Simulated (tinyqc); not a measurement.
Implant damage, amorphisation by cascade overlap, and solid-phase epitaxial regrowth: one step, computed by the program tinyqc.

Range and width of the damage are inputs. Dynamic annealing enters only through the surviving share f.

Problem. Damage energy and displacements per ion. Robinson partition: eps = E a M2/(Z1 Z2 (e^2/(4 pi eps_0)) (M1 + M2)), a = 0.8853 a_0/sqrt(Z1^(2/3) + Z2^(2/3)); k = 0.0793 Z1^(2/3) Z2^(1/2) (M1 + M2)^(3/2)/((Z1^(2/3) + Z2^(2/3))^(3/4) M1^(3/2) M2^(1/2)); damage energy T_d = E/(1 + k (eps + 0.40244 eps^(3/4) + 3.4008 eps^(1/6))); displacements nu = 0.8 T_d/(2 E_d).

Inputs (values chosen for the exercise, modelled on arsenic ions in germanium):
```
quantity                 value  unit
ion Z1                      33     -
ion mass M1               74.9     u
target Z2                   32     -
target mass M2           72.63     u
ion energy E                36   keV
displacement energy E_d     17    eV
```

Constants: a_0 = 0.529177210903 angstrom; e^2/(4 pi eps_0) = 14.39964548 eV angstrom.

Give: reduced energy eps; k; damage energy T_d; T_d/E; displacements per ion nu.

Solution.

reduced energy eps = 0.1210

k = 0.1561

damage energy T_d = 25.62 keV

T_d/E = 0.7116

displacements per ion nu = 602.8

29 % of the energy goes to electrons.
